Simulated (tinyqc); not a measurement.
## Pinning factor and decay constant from two barriers

Problem. phiB = S (phiM - chi) + (1 - S)(Eg - E0) with S = 1/(1 + (1/S0 - 1) exp(-be ti)). Find S0, S at the given thickness and be.

Parameters, values chosen for the exercise; semiconductor values close to those of 4H silicon carbide; interlayer mass of the order of that in titanium dioxide, offset chosen freely:
```
symbol,value,unit,meaning
Eg,3.26,eV,band gap
chi,3.49,eV,electron affinity
E0,1.9,eV,charge-neutrality level above the valence band
phiM,3.81,eV,metal work function
```

phiB at ti = 0, 0.3 nm (eV): 0.7048  0.58518101

Solution. Each barrier gives its S by linear interpolation between the pinned and the unpinned value; the ratio of the two values of 1/S - 1 is exp(be ti).

S0 = 0.6300
S = 0.7450
be = 1.800 1/nm

Program tinyqc, `OMP_NUM_THREADS=1 python tinyqc.py 2270012 2270013 out.jsonl`; Intel Xeon 2.30GHz, shared host, one thread, about 0.02 s.
